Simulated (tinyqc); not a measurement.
Undoped gate-all-around wire MOSFET, analytic charge model: two steps of the calculation.

An undoped round wire of radius R under an insulator shell and a surrounding gate; long channel, electrons only, n = ni exp((psi - V)/Vt) with V the quasi-Fermi potential (0 at the source, Vd at the drain), constant mobility, no quantisation. The radial Poisson equation gives n(r) = n(0)/(1 - (1 - b) r^2/R^2)^2 with b = Q0/(Q + Q0). Q is the electron charge per area of the wire surface.

Inputs (values chosen for the exercise); material values close to those of silicon:
```
symbol,value,unit,meaning
T,300,K,temperature
Eg,1.12,eV,band gap
eps_r,11.6,,relative permittivity of the semiconductor
Nc,2.83e19,cm^-3,conduction-band density of states at T
Nv,2.65e19,cm^-3,valence-band density of states at T
eox,23.8,,relative permittivity of the gate insulator
tox,5.1,nm,insulator thickness
R,4,nm,wire radius
dphi,-0.03,V,gate work function less that of the intrinsic body
Vg,1.24,V,gate voltage
```

Constants: q = 1.602176634e-19 C, kB = 1.380649e-23 J/K, Vt = kB T/q, eps0 = 8.8541878128e-14 F/cm where lengths are in cm. Results are converted to the units shown.

Task 1. Constants of the wire. ni = sqrt(Nc Nv) exp(-Eg/(2 Vt)), Eg in volts; Cox = eps0 eox/(R ln(1 + tox/R)); Q0 = 4 eps0 eps_r Vt/R; V0 = dphi + Vt ln[8 eps0 eps_r Vt/(q ni R^2)].

Give: ni; Cox; Q0; V0.

Result 1.

ni = 1.0713e10 cm^-3
Cox = 6.4092 uF/cm^2
Q0 = 265.52 nC/cm^2
V0 = 0.49910 V

Task 2. Charge at the source by Newton steps in y = ln(Q/Q0). With V = 0 and Q = Q0 exp(y): f = Q/Cox + Vt y + Vt ln(1 + Q/Q0) - (Vg - V0); df/dy = Q/Cox + Vt (1 + Q/(Q + Q0)); y(new) = y - f/(df/dy).

y after iteration 1 = 2.7194915
Cox = 6.4092088 uF/cm^2
Q0 = 265.52222 nC/cm^2
V0 = 0.49909652 V

Find: Q; f; df/dy; y after iteration 2.

Result 2.

Q = 4029 nC/cm^2
f = 0.02993 V
df/dy = 0.6787 V
y after iteration 2 = 2.675

Numbers from tinyqc (`OMP_NUM_THREADS=1 python tinyqc.py 2460152 2460153 out.jsonl`; about 0.03 s on one thread of a shared Intel Xeon 2.30GHz).
